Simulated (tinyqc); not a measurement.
# Bandgap voltage reference from two bipolar transistors: output against temperature

Two transistors of area 1 and N carry the same current I. Is(T) = Is (T/T0)^eta exp[(Vg0 q/kB)(1/T0 - 1/T)], VBE1 = Vt ln(I/Is(T)) + I rb, VBE2 = Vt ln(I/(N Is(T))) + I rb/N. The amplifier forces I R1(T) = VBE1 - VBE2 + Vos, with R(T) = R (1 + tc (T - T0)) for both resistors, and the output is Vref = VBE1 + I R2(T). Base currents and the Early effect are neglected.

Vt = kB T/q; I = (Vt ln N + Vos)/(R1(T) - rb (1 - 1/N)).

Values chosen for this exercise; values of the order met in silicon bipolar transistors:
```
symbol,value,unit,meaning
T0,298,K,reference temperature
Vg0,1.145,V,band-gap voltage extrapolated to 0 K
eta,4,,temperature exponent of the saturation current
Is,5.2e-16,A,saturation current of the unit transistor at T0
N,10,,area ratio of the second transistor
R1,3.3,kohm,"resistor across which the difference of VBE falls, at T0"
tc,0,ppm/K,temperature coefficient of both resistors
Vos,-2.7,mV,offset of the amplifier
rb,0,ohm,series resistance of the unit transistor
R2,34.1,kohm,output resistor at T0
```

Constants: q = 1.602176634e-19 C, kB = 1.380649e-23 J/K. Results are converted to the units shown.

Output against temperature:
```
T (K)  I (uA)  VBE1 (V)  I R2 (V)  Vref (V)  Vref - Vref(T0) (mV)  dVref/dT (uV/K)
218    12.290   0.77959   0.41908    1.1987               -6.3051           121.37
233    13.192   0.75052   0.44983    1.2004               -4.6151           104.15
253    14.394   0.71138   0.49084    1.2022               -2.7483           82.831
273    15.597   0.67183   0.53185    1.2037               -1.2910           63.143
298    17.100   0.62187   0.58311    1.2050                     0           40.472
323    18.603   0.57135   0.63436    1.2057               0.74779           19.631
348    20.106   0.52034   0.68562    1.2060               0.99453          0.34728
373    21.609   0.46886   0.73688    1.2057               0.77631          -17.597
398    23.113   0.41695   0.78814    1.2051               0.12438          -34.376
423    24.616   0.36464   0.83940    1.2040              -0.93395          -50.131
```

VBE1 falls by 2.02 mV/K on average and I R2 rises by 2.05 mV/K. The slope of Vref vanishes at T = 348 K. Between 233 and 398 K Vref spans 5.61 mV, or 28.2 ppm/K by the box method (span over the average over T, over 165 K).

Computed by the program tinyqc: `OMP_NUM_THREADS=1 python tinyqc.py 2062110 2062111 out.jsonl`, one thread of a shared Intel Xeon 2.30GHz, about 0.02 s for the whole run.
